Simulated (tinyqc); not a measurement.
Van der Pauw, Hall and four-point-probe measurements on a doped layer: one step of the calculation.

A uniform n-type layer with sheet resistance Rs = 1/(q ns mu), point contacts, low field (mu B small).

Problem. New z. The van der Pauw equation exp(-pi RA z) + exp(-pi RB z) = 1 is solved for z = 1/Rs: e1 = exp(-pi RA z), e2 = exp(-pi RB z), f = e1 + e2 - 1, f' = -pi (RA e1 + RB e2), z(new) = z - f/f'.

z after iteration 1 = 0.17269468 mS
RA = 280.38084 ohm
RB = 3258.5740 ohm

Find: e1; e2; f; f'; z after iteration 2.

Solution.

e1 = 0.8589
e2 = 0.1707
f = 0.02958
f' = -2.504 kohm
z after iteration 2 = 0.1845 mS

Program tinyqc, `OMP_NUM_THREADS=1 python tinyqc.py 2850192 2850193 out.jsonl`; Intel Xeon 2.30GHz, shared host, one thread, about 0.05 s.
